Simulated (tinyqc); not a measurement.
On-chip interconnect, size-dependent resistivity and RC delay: one step of the calculation.

A rectangular line between two neighbours and two ground planes. Surface and grain-boundary scattering are added to the bulk resistivity as corrections; capacitances are parallel-plate values without fringing; inductance is ignored.

Problem. Node voltages after a time step. A 1 V step is applied behind Rd at t = 0. C dv/dt = -G v + b, with G the conductance matrix of the ladder (1/Rs between neighbours, 1/Rd added at node 0) and b = (1 V/Rd, 0, ...). Trapezoidal step: (C/dt + G/2) v(new) = (C/dt - G/2) v + b.

Values chosen for this exercise:
- Rd = 4100 ohm (driver resistance)
- dt = 1.6 ps (time step)

Rs = 95.724124 ohm

```
node       C (fF)  v at t = 0 (V)
0     0.076814256               0
1      0.15362851               0
2      0.15362851               0
3      0.15362851               0
4      0.15362851               0
5      0.59681426               0
```

Find: v at t = 1 dt.

Solution.

v at t = 1 dt, node 0 to 5 (V): 0.3447  0.3093  0.2795  0.2548  0.2349  0.2192

Range of the model: The metal width is under the mean free path, where the thick-limit surface term and the simple sum of corrections lose accuracy.

tinyqc, about 0.01 s, one thread, Intel Xeon 2.30GHz (shared host): `OMP_NUM_THREADS=1 python tinyqc.py 2100087 2100088 out.jsonl`
